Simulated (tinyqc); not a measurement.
# Floating body of a partially depleted SOI transistor: body voltage and kink: what changes with what

Source at 0 V. Channel current Ic = 2 nf K Vt^2 [F(0) - F(Vd)](1 + la Vd), F(V) = ln^2(1 + exp((Vg - VT - nf V)/(2 nf Vt))), VT = VT0 - gb Vb. Saturation voltage Vs = 2 Vt sqrt(F(0)) + 3 Vt, excess Ve = (Vd - Vs + sqrt((Vd - Vs)^2 + 0.0004 V^2))/2, multiplication M1 = Ai Ve exp(-Bl/Ve). Each junction passes D(v) = J1 (exp(v/Vt) - 1) + J2 (exp(v/(2 Vt)) - 1). Bipolar current Ib = bb J1 (exp(Vb/Vt) - 1). The body settles where M1 (Ic + Ib) = D(Vb) + D(Vb - Vd) + Vb/Rb; drain current Id = (1 + M1)(Ic + Ib) - D(Vb - Vd).

Parameters, values chosen for the exercise; values of the order met in partially depleted silicon-on-insulator transistors:
- T = 398 K (temperature)
- VT0 = 0.49 V (threshold at zero body voltage)
- gb = 0.34 (fall of the threshold per volt of body voltage)
- nf = 1.38 (slope factor)
- K = 230 uA/(V^2 um) (gain factor per width)
- la = 0.08 1/V (channel-length modulation factor)
- Ai = 1.21 1/V (impact-ionisation prefactor)
- Bl = 6.3 V (impact-ionisation voltage)
- J1 = 2.1e-9 uA/um (diffusion saturation current of each junction)
- J2 = 5.6e-7 uA/um (recombination saturation current of each junction)
- bb = 3 (gain of the lateral bipolar transistor on the diffusion current)
- Rb = 5000 kohm um (resistance of a weak body tie to the source (1e9 stands for no tie, and the term is then dropped))
- Vg = 1.03 V (gate voltage)
- Vd = 1.6 V (drain voltage)

Constants: q = 1.602176634e-19 C, kB = 1.380649e-23 J/K, Vt = kB T/q. Results are converted to the units shown.

Each table varies one quantity; the others keep the values above.

## Output curve and kink

Rows with more than one solution for Vb (latch) are left out; dId/dVd by a forward difference over 1e-4 V, swing = 1e-4 V over the change of log10 Id; M1 under 1e-12 is printed as 0.

Output curve and kink:

| Vd (V) | Vb (V) | M1 | Id, floating (uA/um) | Id, grounded (uA/um) | ratio | dId/dVd, floating (uS/um) | dId/dVd, grounded (uS/um) |
|---|---|---|---|---|---|---|---|
| 1.2 | 0.01463 | 1.077e-4 | 27.16 | 26.67 | 1.018 | 8.851 | 1.989 |
| 1.4 | 0.1244 | 7.914e-4 | 31.47 | 27.08 | 1.162 | 40.15 | 2.197 |
| 1.6 | 0.4661 | 0.002080 | 45.97 | 27.57 | 1.668 | 98.62 | 2.701 |
| 1.8 | 0.6282 | 0.005848 | 55.03 | 28.18 | 1.952 | 25.94 | 3.545 |
| 2 | 0.6744 | 0.01471 | 60.27 | 29.00 | 2.078 | 28.58 | 4.697 |
| 2.2 | 0.7058 | 0.03034 | 67.05 | 30.08 | 2.229 | 40.53 | 6.089 |

What does the table show?

Vb rises from 0.0146 to 0.706 V and the ratio of the currents rises from 1.02 to 2.23. The output conductance with a floating body exceeds the grounded value by the largest factor among the rows, 36.5, at Vd = 1.6 V, where Vb = 0.466 V and M1 = 0.00208.

## Transfer curve and swing

Same model as above.

Transfer curve and swing:

| Vg (V) | Vb (V) | M1 | Id, floating (uA/um) | Id, grounded (uA/um) | ratio | swing, floating (mV/decade) | swing, grounded (mV/decade) |
|---|---|---|---|---|---|---|---|
| 0.04 | 1.115e-5 | 0.02690 | 6.426e-5 | 6.426e-5 | 1.000 | 110.4 | 110.4 |
| 0.14 | 7.049e-5 | 0.02679 | 5.193e-4 | 5.190e-4 | 1.000 | 110.4 | 110.4 |
| 0.24 | 5.342e-4 | 0.02651 | 0.004116 | 0.004100 | 1.004 | 112.4 | 112.8 |
| 0.34 | 0.003872 | 0.02575 | 0.03082 | 0.03005 | 1.026 | 116.7 | 119.5 |
| 0.44 | 0.02490 | 0.02387 | 0.2136 | 0.1853 | 1.152 | 120.2 | 136.4 |
| 0.54 | 0.1487 | 0.01911 | 1.585 | 0.8459 | 1.874 | 104.5 | 172.3 |
| 0.64 | 0.4871 | 0.01057 | 9.672 | 2.687 | 3.599 | 260.1 | 233.6 |
| 0.74 | 0.5393 | 0.006946 | 17.90 | 6.266 | 2.856 | 484.1 | 318.1 |
| 0.84 | 0.5398 | 0.004614 | 26.96 | 11.78 | 2.289 | 647.5 | 418.2 |

What does the comparison show?

Vb rises from 1.12e-5 to 0.540 V. The smallest swing among the rows is 105 mV a decade with a floating body (at Vg = 0.54 V) and 110 with a grounded one; Vt ln 10 = 79.0. The floating swing is smaller by more than 3 % for Vg = 0.44, 0.54 V, where the rising Vb lowers the threshold as Vg rises. In the first row the floating body raises the current by a factor of 1.00.

Range of the model: The multiplication law is an empirical form chosen for the exercise; self-heating and capacitive coupling to the body are left out, and the linear laws are rough once Vb passes about 0.7 V or M1 about 0.1.

tinyqc, about 0.2 s, one thread, Intel Xeon 2.30GHz (shared host): `OMP_NUM_THREADS=1 python tinyqc.py 2182213 2182214 out.jsonl`
